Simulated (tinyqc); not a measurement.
All-pass ring resonator: course of the iteration: thermal shift of the resonance.

A ring of length L = 2 pi Rr coupled to one bus waveguide: round-trip amplitude a = 10^(-al L/20), self-coupling t = sqrt(1 - k2). At detuning d from the resonance the round-trip phase is p = 2 pi d/FSR and the transmission T = (a^2 - 2 a t cos p + t^2)/(1 - 2 a t cos p + a^2 t^2). Lossless coupler, linear absorption only.

T is the transmission at d = dl - s, p = 2 pi d/FSR; out = (lam dT/ng) Rt fa (1 - T) Pin; s(new) = out.

Stop when s changes by less than 1e-7 pm, or after 200 iterations.

Inputs (values chosen for the exercise); values close to those of silicon nitride waveguides:
- lam = 1550 nm (cold resonance wavelength)
- ng = 2.11 (group index)
- dT = 2.7e-5 1/K (thermo-optic change of the effective index)
- Rt = 2.8 K/mW (thermal resistance)
- fa = 0.65 (share of the loss that heats the ring)
- Pin = 0.43 mW (input power)
- dl = 13 pm (laser detuning from the cold resonance)

s at the start = 0 pm
a = 0.989208
t = 0.992472
FSR = 3.62436 nm

Course of the iteration:
```
iteration   s (pm)  |change| (pm)
1          6.01279           6.01
2          10.4850           4.47
3          14.2271           3.74
4          14.8272          0.600
5          14.5931          0.234
6          14.6944          0.101
7          14.6521         0.0423
8          14.6701         0.0180
9          14.6625        7.59e-3
...            ...            ...
15         14.6647        4.33e-5
16         14.6647        1.83e-5
17         14.6647        7.73e-6
18         14.6647        3.27e-6
19         14.6647        1.38e-6
20         14.6647        5.84e-7
21         14.6647        2.47e-7
22         14.6647        1.04e-7
23         14.6647        4.41e-8
```

Did this iteration meet its convergence test, and what does its course show?

Yes. Converged in 23 iterations. At the end each change is about 0.42 times the one before, with alternating sign: linear convergence. The equation has 1 root(s).

Program tinyqc, `OMP_NUM_THREADS=1 python tinyqc.py 2650016 2650017 out.jsonl`; Intel Xeon 2.30GHz, shared host, one thread, about 0.01 s.
